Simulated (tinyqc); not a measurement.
Worked calculation: Pariser-Parr-Pople SCF with singles CI, for the molecule c1cc[cH+]ncc1 (SMILES; centres numbered as the heavy atoms are written). Computed by tinyqc, a small Python program that keeps every step. Settings: charge = 1, gamma = MN, start = core, damping = 0.3, iteration cap = 90, excitations kept = 6. Command: `OMP_NUM_THREADS=1 python tinyqc.py 26878 26879 out.jsonl` (the two numbers bound the seeds that draw the settings). One thread of a shared host (Intel(R) Xeon(R) Processor @ 2.60GHz), about 0.02 s of CPU time with the checks. Later iterations appear only in the table of the cycle.

## PPP integrals

Centres (angstrom, eV; a flat drawing with bonds scaled to 1.40 angstrom):
```
centre          x          y  core charge z          W   gamma_rr
1C       1.613000   0.000000              1  11.160000  11.130000
2C       1.006000   1.261000              1  11.160000  11.130000
3C      -0.359000   1.573000              1  11.160000  11.130000
4C      -1.454000   0.700000              1  11.160000  11.130000
5N      -1.454000  -0.700000              1  14.100000  12.300000
6C      -0.359000  -1.573000              1  11.160000  11.130000
7C       1.006000  -1.261000              1  11.160000  11.130000
```

Resonance integrals (eV):
```
i  j       beta
1  2  -2.390000
2  3  -2.390000
3  4  -2.390000
4  5  -2.510000
5  6  -2.510000
6  7  -2.390000
7  1  -2.390000
```

Mataga-Nishimoto: gamma = 14.399645/(R + a), a = 2 x 14.399645/(gamma_rr + gamma_ss); H_rr = -W_r - sum_(s != r) z_s gamma_rs; H_rs = beta for bonds.

repulsion gamma_rs (eV), order 1C, 2C, 3C, 4C, 5N, 6C, 7C:
$$\begin{pmatrix}
11.130000 & 5.346553 & 3.773205 & 3.243428 & 3.291324 & 3.773205 & 5.346553 \\
5.346553 & 11.130000 & 5.345136 & 3.772577 & 3.291248 & 3.243627 & 3.773721 \\
3.773205 & 5.345136 & 11.130000 & 5.344721 & 3.837687 & 3.243332 & 3.243627 \\
3.243428 & 3.772577 & 5.344721 & 11.130000 & 5.476893 & 3.772727 & 3.243355 \\
3.291324 & 3.291248 & 3.837687 & 5.476893 & 12.300000 & 5.476035 & 3.837531 \\
3.773205 & 3.243627 & 3.243332 & 3.772727 & 5.476035 & 11.130000 & 5.345136 \\
5.346553 & 3.773721 & 3.243627 & 3.243355 & 3.837531 & 5.345136 & 11.130000
\end{pmatrix}$$

core matrix H (eV), order 1C, 2C, 3C, 4C, 5N, 6C, 7C:
$$\begin{pmatrix}
-35.934268 & -2.390000 & 0.000000 & 0.000000 & 0.000000 & 0.000000 & -2.390000 \\
-2.390000 & -35.932861 & -2.390000 & 0.000000 & 0.000000 & 0.000000 & 0.000000 \\
0.000000 & -2.390000 & -35.947708 & -2.390000 & 0.000000 & 0.000000 & 0.000000 \\
0.000000 & 0.000000 & -2.390000 & -36.013702 & -2.510000 & 0.000000 & 0.000000 \\
0.000000 & 0.000000 & 0.000000 & -2.510000 & -39.310718 & -2.510000 & 0.000000 \\
0.000000 & 0.000000 & 0.000000 & 0.000000 & -2.510000 & -36.014062 & -2.390000 \\
-2.390000 & 0.000000 & 0.000000 & 0.000000 & 0.000000 & -2.390000 & -35.949922
\end{pmatrix}$$

## Starting guess

pi electrons, sum of z_r less the charge = 6

Orbitals of the core matrix H.

P at the start, order 1C, 2C, 3C, 4C, 5N, 6C, 7C:
$$\begin{pmatrix}
0.781501 & 0.571085 & 0.200043 & -0.119350 & -0.208340 & 0.267733 & 0.675849 \\
0.571085 & 0.781364 & 0.675773 & 0.267936 & -0.208244 & -0.119576 & 0.199844 \\
0.200043 & 0.675773 & 0.853454 & 0.585486 & 0.069831 & -0.290652 & -0.222913 \\
-0.119350 & 0.267936 & 0.585486 & 0.675022 & 0.616141 & -0.038069 & -0.290659 \\
-0.208340 & -0.208244 & 0.069831 & 0.616141 & 1.379794 & 0.616129 & 0.069748 \\
0.267733 & -0.119576 & -0.290652 & -0.038069 & 0.616129 & 0.675048 & 0.585563 \\
0.675849 & 0.199844 & -0.222913 & -0.290659 & 0.069748 & 0.585563 & 0.853817
\end{pmatrix}$$

## Iteration 1: Fock matrix

F_rr = H_rr + P_rr gamma_rr / 2 + sum_(s != r) P_ss gamma_rs; F_rs = H_rs - P_rs gamma_rs / 2; E = tr P (H + F) / 2 + core repulsion sum_(r<s) z_r z_s gamma_rs.

F (eV), order 1C, 2C, 3C, 4C, 5N, 6C, 7C:
$$\begin{pmatrix}
-10.344547 & -3.916669 & -0.377403 & 0.193552 & 0.342857 & -0.505107 & -4.196730 \\
-3.916669 & -10.344918 & -4.196048 & -0.505404 & 0.342692 & 0.193930 & -0.377078 \\
-0.377403 & -4.196048 & -10.211085 & -3.954629 & -0.133994 & 0.471341 & 0.361523 \\
0.193552 & -0.505404 & -3.954629 & -9.340244 & -4.197269 & 0.071813 & 0.471356 \\
0.342857 & 0.342692 & -0.133994 & -4.197269 & -11.735702 & -4.196971 & -0.133829 \\
-0.505107 & 0.193930 & 0.471341 & 0.071813 & -4.196971 & -9.339928 & -3.954957 \\
-4.196730 & -0.377078 & 0.361523 & 0.471356 & -0.133829 & -3.954957 & -10.210597
\end{pmatrix}$$

pi energy = -83.563144 eV

## Iteration 1: orbitals and new P

Diagonalise F (the basis is taken as orthonormal) and form P = 2 sum c c over the lowest orbitals; 0.3 of the old P is kept.

orbital energies (eV): [-18.330393, -16.064705, -15.705242, -7.572863, -7.228867, -3.478217, -3.146734]

P after iteration 1, order 1C, 2C, 3C, 4C, 5N, 6C, 7C:
$$\begin{pmatrix}
0.819435 & 0.584584 & 0.173283 & -0.160592 & -0.218541 & 0.232313 & 0.682480 \\
0.584584 & 0.819380 & 0.682446 & 0.232387 & -0.218510 & -0.160704 & 0.173195 \\
0.173283 & 0.682446 & 0.864137 & 0.587522 & 0.102859 & -0.266056 & -0.240817 \\
-0.160592 & 0.232387 & 0.587522 & 0.713011 & 0.642722 & 0.052870 & -0.266040 \\
-0.218541 & -0.218510 & 0.102859 & 0.642722 & 1.206727 & 0.642687 & 0.102814 \\
0.232313 & -0.160704 & -0.266056 & 0.052870 & 0.642687 & 0.713016 & 0.587562 \\
0.682480 & 0.173195 & -0.240817 & -0.266040 & 0.102814 & 0.587562 & 0.864294
\end{pmatrix}$$

## Iteration 2: Fock matrix

As before.

F (eV), order 1C, 2C, 3C, 4C, 5N, 6C, 7C:
$$\begin{pmatrix}
-10.137010 & -3.952754 & -0.326916 & 0.260435 & 0.359644 & -0.438283 & -4.214459 \\
-3.952754 & -10.137040 & -4.213884 & -0.438350 & 0.359585 & 0.260632 & -0.326794 \\
-0.326916 & -4.213884 & -10.109310 & -3.960070 & -0.197371 & 0.431453 & 0.390561 \\
0.260435 & -0.438350 & -3.960070 & -9.575929 & -4.270061 & -0.099732 & 0.431431 \\
0.359644 & 0.359585 & -0.197371 & -4.270061 & -12.052910 & -4.269689 & -0.197276 \\
-0.438283 & 0.260632 & 0.431453 & -0.099732 & -4.269689 & -9.575942 & -3.960299 \\
-4.214459 & -0.326794 & 0.390561 & 0.431431 & -0.197276 & -3.960299 & -10.109358
\end{pmatrix}$$

pi energy = -83.856515 eV

## Iteration 2: orbitals and new P

As before.

orbital energies (eV): [-18.441988, -16.237410, -15.662076, -7.546827, -7.205640, -3.310907, -3.292652]

P after iteration 2, order 1C, 2C, 3C, 4C, 5N, 6C, 7C:
$$\begin{pmatrix}
0.829662 & 0.589944 & 0.167100 & -0.174943 & -0.221485 & 0.219679 & 0.682771 \\
0.589944 & 0.829637 & 0.682751 & 0.219710 & -0.221474 & -0.175016 & 0.167050 \\
0.167100 & 0.682751 & 0.866238 & 0.590013 & 0.113471 & -0.259511 & -0.243385 \\
-0.174943 & 0.219710 & 0.590013 & 0.731022 & 0.651451 & 0.080395 & -0.259485 \\
-0.221485 & -0.221474 & 0.113471 & 0.651451 & 1.146094 & 0.651408 & 0.113438 \\
0.219679 & -0.175016 & -0.259511 & 0.080395 & 0.651408 & 0.731022 & 0.590042 \\
0.682771 & 0.167050 & -0.243385 & -0.259485 & 0.113438 & 0.590042 & 0.866325
\end{pmatrix}$$

## Iteration 3: Fock matrix

As before.

F (eV), order 1C, 2C, 3C, 4C, 5N, 6C, 7C:
$$\begin{pmatrix}
-10.079676 & -3.967082 & -0.315251 & 0.283707 & 0.364489 & -0.414446 & -4.215236 \\
-3.967082 & -10.079593 & -4.214699 & -0.414436 & 0.364464 & 0.283843 & -0.315201 \\
-0.315251 & -4.214699 & -10.075646 & -3.966727 & -0.217732 & 0.420840 & 0.394726 \\
0.283707 & -0.414436 & -3.966727 & -9.650164 & -4.293963 & -0.151654 & 0.420802 \\
0.364489 & 0.364464 & -0.217732 & -4.293963 & -12.145280 & -4.293567 & -0.217660 \\
-0.414446 & 0.283843 & 0.420840 & -0.151654 & -4.293567 & -9.650287 & -3.966928 \\
-4.215236 & -0.315201 & 0.394726 & 0.420802 & -0.217660 & -3.966928 & -10.075873
\end{pmatrix}$$

pi energy = -83.951181 eV

## Iteration 3: orbitals and new P

As before.

orbital energies (eV): [-18.499940, -16.274556, -15.647170, -7.547027, -7.196921, -3.353388, -3.237518]

P after iteration 3, order 1C, 2C, 3C, 4C, 5N, 6C, 7C:
$$\begin{pmatrix}
0.832443 & 0.592602 & 0.166070 & -0.180145 & -0.222243 & 0.214911 & 0.681784 \\
0.592602 & 0.832427 & 0.681769 & 0.214928 & -0.222238 & -0.180205 & 0.166034 \\
0.166070 & 0.681769 & 0.866018 & 0.591709 & 0.117329 & -0.258016 & -0.243011 \\
-0.180145 & 0.214928 & 0.591709 & 0.739315 & 0.654305 & 0.088209 & -0.257987 \\
-0.222243 & -0.222238 & 0.117329 & 0.654305 & 1.124402 & 0.654259 & 0.117300 \\
0.214911 & -0.180205 & -0.258016 & 0.088209 & 0.654259 & 0.739314 & 0.591735 \\
0.681784 & 0.166034 & -0.243011 & -0.257987 & 0.117300 & 0.591735 & 0.866081
\end{pmatrix}$$

## Convergence

Stop when output and input P, before any damping, agree to 1e-7.

Course of the cycle:
```
iteration        E (eV)  largest |P(out) - P(in)|
1          -83.56314366                  2.47e-01
2          -83.85651456                  8.66e-02
3          -83.95118094                  3.10e-02
4          -83.98065145                  1.14e-02
5          -83.98970542                  4.39e-03
6          -83.99247628                  1.78e-03
7          -83.99332495                  7.74e-04
8          -83.99358587                  3.97e-04
9          -83.99366661                  2.59e-04
10         -83.99369181                  1.69e-04
11         -83.99369977                  1.09e-04
...                 ...                       ...
17         -83.99370358                  7.82e-06
18         -83.99370358                  5.02e-06
19         -83.99370358                  3.23e-06
20         -83.99370358                  2.07e-06
21         -83.99370358                  1.33e-06
22         -83.99370358                  8.55e-07
23         -83.99370358                  5.49e-07
24         -83.99370358                  3.53e-07
25         -83.99370358                  2.26e-07
26         -83.99370358                  1.45e-07
27         -83.99370358                  9.33e-08
```

Converged in 27 iterations.

## Converged orbitals

Charges are z - P_rr.

orbital energies (eV): [-18.530697, -16.293154, -15.639369, -7.555666, -7.186774, -3.367535, -3.216762]

coefficients, order 1C, 2C, 3C, 4C, 5N, 6C, 7C:
$$\begin{pmatrix}
0.293646 & 0.521141 & -0.243039 & 0.353531 & 0.417954 & 0.131650 & 0.515864 \\
0.293599 & 0.520932 & 0.243530 & 0.353418 & -0.418101 & 0.131883 & -0.515768 \\
0.325882 & 0.221764 & 0.525946 & -0.463986 & -0.213990 & -0.359660 & 0.421394 \\
0.403847 & -0.214543 & 0.405269 & -0.205311 & 0.528618 & 0.498830 & -0.237096 \\
0.537510 & -0.516307 & -0.000167 & 0.485070 & -0.000077 & -0.457402 & -0.000094 \\
0.403874 & -0.214207 & -0.405420 & -0.205490 & -0.528597 & 0.498668 & 0.237330 \\
0.325958 & 0.222208 & -0.525736 & -0.463851 & 0.214157 & -0.359446 & -0.421610
\end{pmatrix}$$

pi charges: 1C 0.166233, 2C 0.166244, 3C 0.136006, 4C 0.253271, 5N -0.110980, 6C 0.253272, 7C 0.135954

## Singles CI, singlets

Over the 6 single excitations with the smallest orbital gaps: A = (e_a - e_i) delta + 2 (ia|jb) - (ij|ab), with (pq|rs) = sum c_mp c_mq gamma_mn c_nr c_ns. f = 2/3 w |mu|^2 in atomic units, mu = sqrt2 sum c_ia sum_m c_mi c_ma R_m.

singlet CI matrix (eV), order 3>4, 3>5, 2>4, 2>5, 1>4, 1>5:
$$\begin{pmatrix}
5.214486 & -0.000071 & 0.000324 & 0.802091 & 0.000062 & -0.192004 \\
-0.000071 & 5.458764 & -0.733470 & 0.000027 & 0.067240 & 0.000142 \\
0.000324 & -0.733470 & 5.808025 & 0.000013 & -0.076388 & 0.000038 \\
0.802091 & 0.000027 & 0.000013 & 5.917196 & -0.000139 & 0.041373 \\
0.000062 & 0.067240 & -0.076388 & -0.000139 & 7.625213 & 0.000036 \\
-0.192004 & 0.000142 & 0.000038 & 0.041373 & 0.000036 & 7.833744
\end{pmatrix}$$

singlet excitation energies (eV): [4.679502, 4.879412, 6.379079, 6.438007, 7.633511, 7.847917]

oscillator strengths: [0.076582, 0.019789, 1.354583, 1.309628, 0.030490, 0.066087]

## Singles CI, triplets

Over the 6 single excitations with the smallest orbital gaps: A = (e_a - e_i) delta - (ij|ab), with (pq|rs) = sum c_mp c_mq gamma_mn c_nr c_ns.

triplet CI matrix (eV), order 3>4, 3>5, 2>4, 2>5, 1>4, 1>5:
$$\begin{pmatrix}
2.914864 & -0.000022 & -0.000049 & 0.000148 & 0.000028 & 0.216199 \\
-0.000022 & 3.356915 & 0.000148 & 0.000028 & 0.216199 & 0.000109 \\
-0.000049 & 0.000148 & 3.450058 & 0.000100 & 0.068394 & -0.000079 \\
0.000148 & 0.000028 & 0.000100 & 4.045311 & -0.000079 & -0.014174 \\
0.000028 & 0.216199 & 0.068394 & -0.000079 & 5.730094 & -0.000008 \\
0.216199 & 0.000109 & -0.000079 & -0.014174 & -0.000008 & 6.244085
\end{pmatrix}$$

triplet excitation energies (eV): [2.900882, 3.337055, 3.448366, 4.045222, 5.751646, 6.258157]
